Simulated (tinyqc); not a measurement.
Two-step dopant diffusion (predeposition and drive-in) with a constant diffusivity: one step, computed by the program tinyqc. Command: `OMP_NUM_THREADS=1 python tinyqc.py 3003870 3003871 out.jsonl dopdiff walk`. One thread of a shared host (Intel(R) Xeon(R) Processor @ 2.30GHz), about 0.08 s of CPU time with the checks.

Fick diffusion into a half space x > 0 whose background doping C_B is of the opposite type, so that a junction lies where C = C_B.

Question. Drive-in as a Gaussian. With a sealed surface and a thin source, C = Q/sqrt(pi (Dt)2) exp(-x^2/(4 (Dt)2)); x_j = 2 sqrt((Dt)2 ln(C(0)/C_B)); gradient at the junction |dC/dx| = C_B x_j/(2 (Dt)2).

Inputs (values chosen for the exercise, modelled on gallium in silicon):

| quantity | value | unit |
|---|---|---|
| surface concentration C_s | 5.1e+18 | 1/cm^3 |
| background doping C_B | 1.8e+15 | 1/cm^3 |
| predeposition temperature T1 | 925 | C |
| drive-in temperature T2 | 1050 | C |
| stand-by temperature | 750 | C |

dose Q = 6.115552e+12 1/cm^2

drive-in budget (Dt)2 = 3.433374e-10 cm^2

Give: surface concentration C(0) (Gaussian); junction depth x_j; gradient at the junction.

Answer.

surface concentration C(0) (Gaussian) = 1.862e+17 1/cm^3

junction depth x_j = 0.7982 um

gradient at the junction = 2.092e+20 1/cm^4

Caution: C_s exceeds the intrinsic carrier density of silicon at the predeposition temperature (2e18 to 1e19 per cm^3), where real diffusivities rise with concentration and profiles turn box-like.
